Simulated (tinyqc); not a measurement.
The same layer on three faces: model-solid line-up of a strained alloy layer on a substrate.

All values of the alloy are linear in x but the gap, Eg(x) = (1 - x) Eg_A + x Eg_B - C x (1 - x), and the valence edge, Ev(x) = (1 - x) Ev_A + x Ev_B + fv C x (1 - x); Ec = Ev + Eg. Ev is the top of the unstrained valence band on a scale common to all materials. In the layer only the Gamma valley of the conduction band is followed, also where an X or L valley would lie lower.

Coherent growth: e_par = (a_s - a)/a. (001): e_perp = -2 (C12/C11) e_par; exx = eyy = e_par, ezz = e_perp, no shear. (111): e_perp = -(2 C11 + 4 C12 - 4 C44)/(C11 + 2 C12 + 4 C44) e_par; exx = eyy = ezz = (2 e_par + e_perp)/3 and exy = eyz = ezx = (e_perp - e_par)/3. (110): e_perp = -(C11 + 3 C12 - 2 C44)/(C11 + C12 + 2 C44) e_par; exx = eyy = (e_par + e_perp)/2, ezz = e_par, exy = (e_perp - e_par)/2, eyz = ezx = 0.

Strained edges: Ec + ac tr(e); the valence edges are Ev plus the levels of the 6 x 6 matrix of X, Y, Z times spin with -Dso/3 + l exx + m (eyy + ezz) on the diagonal (cyclic), n exy off it, l = av + 2 b, m = av - b, n = sqrt(3) d. Spin-orbit term (Dso/3) L.sigma on X, Y, Z with (L_k)_ij = -i epsilon_kij: <X+|H|Y+> = -i Dso/3, <X+|H|Z-> = Dso/3, <Y+|H|Z-> = -i Dso/3, <Z+|H|X-> = -Dso/3, <Z+|H|Y-> = i Dso/3, <X-|H|Y-> = i Dso/3, and their conjugates; + and - are the spin along z.

Values chosen for the exercise (A near InP, B near GaP, substrate near Ge; the results hold for these values, not for the real material): a = (5.879, 5.445) angstrom (lattice constant of A, B); Eg = (1.442, 2.916) eV (gap at Gamma to the s-like level of A, B); Dso = (0.108, 0.081) eV (spin-orbit splitting of A, B); Ev = (-0.93, -1.27) eV (top of the unstrained valence band of A, B); ac = (-5.97, -8.32) eV (conduction deformation potential of A, B); av = (0.6, 1.68) eV (valence hydrostatic potential of A, B); b = (-1.98, -1.58) eV (tetragonal shear potential of A, B); d = (-4.94, -4.53) eV (trigonal shear potential of A, B); C11 = (102.1, 139) GPa (of A, B); C12 = (55.4, 61.5) GPa (of A, B); C44 = (45.9, 71.1) GPa (of A, B); C = 0.544 eV (bowing of the gap); fv = 0.3 (share of the bowing taken by the valence edge); a_s = 5.654 angstrom (substrate); x = 0.61 (fraction of B).

Composition and substrate are kept.

Results:

| face | e_perp (%) | tr(e) (%) | shift of Ec (meV) | shift of Ev (meV) | valence splitting (meV) | gap (eV) |
|---|---|---|---|---|---|---|
| (001) | -0.672 | 0.744 | -55.1 | 42.5 | 57.1 | 2.1141 |
| (111) | -0.349 | 1.067 | -79.0 | 54.4 | 69.6 | 2.0783 |
| (110) | -0.415 | 1.001 | -74.1 | 52.1 | 66.4 | 2.0855 |

The layer yields most along the normal on (001) and least on (111), so the volume change, and with it the shift of Ec, is largest on (111). The valence splitting, set by b on (001), by d on (111) and by both on (110), is largest on (111). The gaps span 36 meV, from (111) to (001).

(tinyqc, `OMP_NUM_THREADS=1 python tinyqc.py 1051448 1051449 out.jsonl`, Intel(R) Xeon(R) Processor @ 2.30GHz, 1 thread, shared host, about 0.02 s.)
